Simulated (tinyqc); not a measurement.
# From dn, finite wafer back to diffusion length L

Model: surface photovoltage measurement of the minority-carrier diffusion length in a wafer. Computed by tinyqc, a small Python program. Command: `OMP_NUM_THREADS=1 python tinyqc.py 3130371 3130372 out.jsonl spv inv`. One thread of a shared host (Intel(R) Xeon(R) Processor @ 2.30GHz), about 0.02 s of CPU time with the checks.

Low injection, steady light, a depletion layer much thinner than 1/alpha and L. The excess density dn is taken at the front edge of the neutral region; light that reaches the back is lost.

Inputs (values chosen for the exercise, modelled on p-type silicon at room temperature): wafer thickness W = 300 micrometre; diffusivity D = 29.6 cm^2/s; front recombination velocity S_f = 13000 cm/s; back recombination velocity S_b = 18000 cm/s; photon flux entering = 1.2e+11 1/(cm^2 s); minority density at the surface barrier scale n_0 = 1.5e+10 1/cm^3; temperature T = 298 K; wavelength = 991 nm.

Constants: k_B = 8.617333262e-05 eV/K.

Method:
- alpha = (84.732/lambda - 76.417)^2 per cm with lambda in micrometre (an empirical fit for silicon between 0.7 and 1.05 micrometre).
- Thick wafer: dn = Phi L/((S_f + D/L)(L + 1/alpha)). Finite wafer, with s = S_b L/D, w = W/L, a = alpha L: dn = [Phi a/(a^2 - 1)] [a - B - exp(-alpha W)(a - s)/(cosh w + s sinh w)]/(S_f + B D/L), B = (sinh w + s cosh w)/(cosh w + s sinh w).
- Photovoltage V = (k_B T/e) ln(1 + dn/n_0). Lifetime = L^2/D.

Task: A run gave the result below. Find the diffusion length L, known to lie between 11 and 26 micrometre.

dn, finite wafer = 426849.5 1/cm^3

Result:

Each step takes the trial c = (a f_b - b f_a)/(f_b - f_a), f being the result less the target and a, b, c the logarithms of the listed values; c replaces end b, the old b replaces a if the sign of f changed, and otherwise f_a is halved.

Scan of the range:
```
diffusion length L (micrometre)  dn, finite wafer (1/cm^3)
11.0                                                250246
12.7                                                313552
14.7                                                391808
16.9                                                481345
19.5                                                590310
22.5                                                718509
26.0                                                869396
```

False position (Illinois rule, in the logarithm of the input) inside the bracket:
```
step    end a    end b    trial  dn, finite wafer (1/cm^3)
1     14.7000  16.9000  15.5247                     425010
2     16.9000  15.5247  15.5677                     426758
3     16.9000  15.5677  15.5720                     426932
4     15.5677  15.5720  15.5700                     426849
5     15.5720  15.5700  15.5700                     426849
```

dn, finite wafer rises at every point of a 13-point scan of the range (every second point is shown), so one value fits; it is bracketed by 14.7 and 16.9. Answer: diffusion length L = 15.57 micrometre.
